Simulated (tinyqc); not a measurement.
Doping from the ideality factor.

Problem. For thermionic-field emission over a Schottky barrier the ideality factor is n = u coth(u) with u = E00/Vt and E00 = (hbar/2) sqrt(Nd/(me m0 eps0 eps_r)) in SI units (volts). Find u, E00 and Nd.

Values chosen for this exercise; band and dielectric values close to those of silicon: temperature T = 200 K; electron mass me = 0.258 m0; relative permittivity eps_r = 11.9.

Constants: q = 1.602176634e-19 C, kB = 1.380649e-23 J/K, eps0 = 8.8541878128e-12 F/m, hbar = 1.054571817e-34 J s, m0 = 9.1093837015e-31 kg, Vt = kB T/q. Results are converted to the units shown.

n = 1.1145201

Solution. u coth(u) rises steadily from 1, so n fixes u; the definition of E00 then gives Nd.

u = 0.5929
E00 = 10.22 meV
Nd = 9.300e17 cm^-3

Numbers from tinyqc (`OMP_NUM_THREADS=1 python tinyqc.py 2640042 2640043 out.jsonl`; about 0.04 s on one thread of a shared Intel Xeon 2.30GHz).
